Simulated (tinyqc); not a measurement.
## Via and link resistance from two via chains

Question. A chain of 5000 vias joined by 5000 metal links has R = 5000 (Rv + Rlink), with Rlink proportional to the link length. Find Rv, Rlink for length L, and the value of Rv that the short chain would give if the links were ignored.

resistance of chains of 5000 links with link lengths L and 3 L (ohm): 1.11e5  2.03e5

Solution. R per link is a straight line in the link length; its intercept at zero length is Rv.

Rv = 13.00 ohm
Rlink = 9.200 ohm
Rv without correction = 22.20 ohm

Program tinyqc, `OMP_NUM_THREADS=1 python tinyqc.py 2750068 2750069 out.jsonl`; Intel Xeon 2.30GHz, shared host, one thread, about 0.01 s.
